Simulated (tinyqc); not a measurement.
## Metal-interlayer-semiconductor contact, depinning against tunnelling resistance: contact resistivity against the interlayer thickness

Zero bias, n-type semiconductor. Gap states at the semiconductor surface thin out as exp(-be ti), which unpins the barrier; electrons must then cross the interlayer (a rectangular barrier, no voltage drop across it) and the parabolic depleted layer, both by WKB. Energies E are counted from the Fermi level; no image force, parabolic bands.

S = 1/(1 + (1/S0 - 1) exp(-be ti)); phiB = S (phiM - chi) + (1 - S)(Eg - E0); xi = Ec - EF deep inside, from Nd = Nc F(-xi/Vt), F(x) = (2/sqrt(pi)) int_0^infinity sqrt(u) du/(1 + exp(u - x)); band bending U = phiB - xi; E00 = (hbar/2) sqrt(Nd/(eps0 eps_r mt m0)) in volts; A = 4 pi q mA m0 kB^2/h^3. With U = phiB - xi: for xi < E < phiB, y = (E - xi)/U and G1 = (U/E00) [sqrt(1 - y) - y ln((1 + sqrt(1 - y))/sqrt(y))], G1 = 0 above phiB; G2 = 2 ti sqrt(mi max(phiB + dE - E, 0)/C), C = hbar^2/(2 m0); f = 1/(1 + exp(E/Vt)); 1/rho_c = (A T^2/Vt^2) times the integral of exp(-G1 - G2) f over E from xi upwards. Shares under 0.001 % are printed as 0; rows without band bending are left out.

Values chosen for this exercise; semiconductor values close to those of silicon; interlayer mass of the order of that in silicon dioxide, offset chosen freely: temperature T = 250 K; band gap Eg = 1.15 eV; relative permittivity eps_r = 11.6; electron affinity chi = 3.97 eV; conduction-band density of states at T Nc = 2.13e19 cm^-3; tunnelling mass in the semiconductor mt = 0.187 m0; Richardson mass mA = 1.99 m0; donor density Nd = 1.6e18 cm^-3; charge-neutrality level above the valence band E0 = 0.37 eV; pinning factor without interlayer S0 = 0.26; metal work function phiM = 4.55 eV; conduction-band offset of the interlayer above the semiconductor dE = 3.12 eV; tunnelling mass in the interlayer mi = 0.44 m0; decay constant of gap states through the interlayer be = 4.7 1/nm.

Constants: q = 1.602176634e-19 C, kB = 1.380649e-23 J/K, eps0 = 8.8541878128e-12 F/m, hbar = 1.054571817e-34 J s, h = 6.62607015e-34 J s, m0 = 9.1093837015e-31 kg, Vt = kB T/q, hbar^2/(2 m0) = 0.0380998212 eV nm^2. Results are converted to the units shown.

The same in every row: E00/Vt = 0.740.

Contact resistivity against the interlayer thickness:
```
ti (nm),S,phiB (eV),rho_c (ohm cm^2),rho_c with G2 = 0 (ohm cm^2),peak of the integrand (eV),share above phiB (%)
0,0.260,0.728,612,612,0.462,0.0896
0.3,0.590,0.662,2.00e3,47.7,0.426,0.173
0.6,0.855,0.609,1.06e4,6.18,0.397,0.296
0.9,0.960,0.588,1.92e5,2.75,0.388,0.394
1.2,0.990,0.582,6.22e6,2.19,0.388,0.465
1.5,0.998,0.580,2.39e8,2.06,0.390,0.531
1.8,0.999,0.580,9.62e9,2.03,0.394,0.601
2.1,1.00,0.580,3.90e11,2.03,0.397,0.676
2.4,1.00,0.580,1.58e13,2.03,0.401,0.760
```

As ti goes from 0 to 2.4, phiB falls from 0.728 to 0.580 eV and rho_c rises from 612 to 1.58e13 ohm cm^2. No thickness listed beats the bare contact: tunnelling through the layer costs more than the change of the barrier gains. The ratio of rho_c to its value with G2 = 0 runs from 1.00 to 7.82e12.

Range of the model: The depletion charge would drop about 0.20 V across such an interlayer (eps_r near 3.9) at ti = 1.3 nm and Nd = 1.6e18 cm^-3, against a band bending of 0.53 V; this model leaves that drop out.

tinyqc, about 0.04 s, one thread, Intel Xeon 2.30GHz (shared host): `OMP_NUM_THREADS=1 python tinyqc.py 2270147 2270148 out.jsonl`
